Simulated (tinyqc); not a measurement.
Inside a calculation. Method: tight binding, dimerised chain. One step of it, computed by the program tinyqc.

Task: Bloch Hamiltonian at k. H_AA = +delta, H_BB = -delta, H_AB = -t1 - t2 exp(-i k a).

Parameters chosen for this model:
```
parameter     value                      unit
t1         0.520000       eV, inside the cell
t2         0.970000         eV, between cells
delta      0.420000  eV, +/- on the two sites
```

k point k (2 pi / a): 0.300000

Give: H(k) at k.

Result:

H(k) at k (eV):
```
                 A                B
A           0.4200  -0.2203+0.9225i
B  -0.2203-0.9225i          -0.4200
```
